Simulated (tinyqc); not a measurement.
# Worked calculation: electron mobility in a silicon inversion layer, empirical terms and Matthiessen rule

tinyqc, about 0.01 s, one thread, Intel Xeon 2.30GHz (shared host): `OMP_NUM_THREADS=1 python tinyqc.py 2510069 2510070 out.jsonl` Printed values are rounded.

Inversion layer of sheet density Ns on a uniformly doped body, under a high-permittivity gate with an interlayer. The mobility terms are empirical power laws with prefactors chosen for the exercise; adding their inverses (Matthiessen) is itself an approximation.

Inputs (values chosen for the exercise); material values close to those of silicon: temperature T = 300 K; band gap Eg = 1.13 eV; relative permittivity of the semiconductor eps_r = 11.6; conduction-band density of states at T Nc = 2.85e19 cm^-3; valence-band density of states at T Nv = 2.62e19 cm^-3; body doping Nb = 7.6e16 cm^-3; reverse body bias Vsb = 0 V; weight of the inversion charge in the effective field eta = 0.5; gate capacitance Cox = 1.94 uF/cm^2; phonon-limited mobility at 1 MV/cm and 300 K Ap = 475 cm^2/(V s); roughness-limited mobility at 1 MV/cm As = 1140 cm^2/(V s); exponent of the roughness term gs = 2; Coulomb prefactor Ac = 3300 cm^2/(V s); charge at the interface Nit = 7.7e10 cm^-2; remote-phonon mobility without interlayer Ar = 180 cm^2/(V s); interlayer thickness ti = 1.3 nm; decay length of remote phonons lr = 0.6 nm; inversion density Ns = 4e12 cm^-2; ratio W/L WL = 10; drain voltage Vd = 0.01 V; measured linear current I = 32.3 uA.

Constants: q = 1.602176634e-19 C, kB = 1.380649e-23 J/K, Vt = kB T/q, eps0 = 8.8541878128e-14 F/cm where lengths are in cm. Results are converted to the units shown.

## Depletion charge and effective field

ni = sqrt(Nc Nv) exp(-Eg/(2 Vt)), Eg in volts; Ndep = sqrt(2 eps0 eps_r Nb (2 Vt ln(Nb/ni) + Vsb)/q); E = q (Ndep + eta Ns)/(eps0 eps_r), in MV/cm.

ni = 8.81030e9 cm^-3
Ndep = 8.96993e11 cm^-2
E = 0.451909 MV/cm

The depletion charge gives 31.0 % of the field.

## Mobility terms and their sum

With t = T/(300 K): muC = Ac (Ns/1e12 cm^-2) t/(Nb/1e17 cm^-3 + Nit/1e11 cm^-2), muP = Ap E^(-1/3) t^(-1.75), muS = As E^(-gs), muR = Ar exp(2 ti/lr)/t; 1/mu is the sum of the inverses.

terms (cm^2/(V s)): Coulomb 8627.45, phonon 618.980, roughness 5582.17, remote phonon 13715.6
mu = 504.154 cm^2/(V s)
shares of 1/mu (%): Coulomb 5.84360, phonon 81.4491, roughness 9.03151, remote phonon 3.67577

The phonon term limits most.

## Iteration 1: inversion density for the measured current

Ns at the start = 6e12 cm^-2

I = (W/L) q Ns mu Vd. E = q (Ndep + eta Ns)/(eps0 eps_r) in MV/cm. With t = T/(300 K): muC = Ac (Ns/1e12 cm^-2) t/(Nb/1e17 cm^-3 + Nit/1e11 cm^-2), muP = Ap E^(-1/3) t^(-1.75), muS = As E^(-gs), muR = Ar exp(2 ti/lr)/t; 1/mu is the sum of the inverses. Ns(new) = I/((W/L) q mu Vd).

E = 0.607902 MV/cm
mu = 442.918 cm^2/(V s)
Ns after iteration 1 = 4.55165e12 cm^-2

## Iteration 2: inversion density for the measured current

As before.

E = 0.494935 MV/cm
mu = 486.633 cm^2/(V s)
Ns after iteration 2 = 4.14277e12 cm^-2

## Course of the iteration: inversion density for the measured current

Stop when Ns changes by less than 1e5 cm^-2, or after 120 iterations.

Course of the iteration:
```
iteration  Ns (cm^-2)  |change| (cm^-2)
1          4.55165e12           1.45e12
2          4.14277e12           4.09e11
3          4.03529e12           1.07e11
4          4.00776e12           2.75e10
5          4.00076e12            7.00e9
6          3.99899e12            1.78e9
7          3.99854e12            4.50e8
8          3.99842e12            1.14e8
9          3.99840e12            2.90e7
10         3.99839e12            7.34e6
11         3.99839e12            1.86e6
12         3.99839e12            4.72e5
13         3.99839e12            1.20e5
14         3.99839e12            3.04e4
```

Converged in 14 iterations. At the end each change is about 0.25 times the one before: linear convergence.

## Split C-V extraction

```
point  Vg (V)  Cgc (uF/cm^2)      I (uA)
0           0     1.31684e-4  2.75976e-8
1         0.1     0.00241061  9.24748e-6
2         0.2      0.0432491  0.00297327
3         0.3       0.571777    0.528861
4         0.4        1.71596     7.66333
5         0.5        1.92628     18.4760
6         0.6        1.93925     27.6262
7         0.7        1.93996     35.0922
8         0.8        1.94000     41.2044
9         0.9        1.94000     46.2038
10          1        1.94000     50.2701
11        1.1        1.94000     53.5458
12        1.2        1.94000     56.1490
```

Q(Vg) is the trapezoid sum of Cgc from the first point (where Q is taken as 0); mu_eff = I/((W/L) Q Vd); mu_FE = (dI/dVg)/((W/L) Cox Vd) with a backward difference. Listed from point 4 on.

```
point  Q (uC/cm^2)  mu_eff (cm^2/(V s))  mu_FE (cm^2/(V s))
4         0.147548              519.379             367.756
5         0.329660              560.458             557.356
6         0.522936              528.290             471.656
7         0.716896              489.502             384.849
8         0.910894              452.352             315.062
9          1.10489              418.175             257.701
10         1.29889              387.022             209.600
11         1.49289              358.671             168.851
12         1.68689              332.855             134.188
```

At the last point mu_FE is 60 % below mu_eff: where the mobility falls with gate voltage the slope of I understates it.
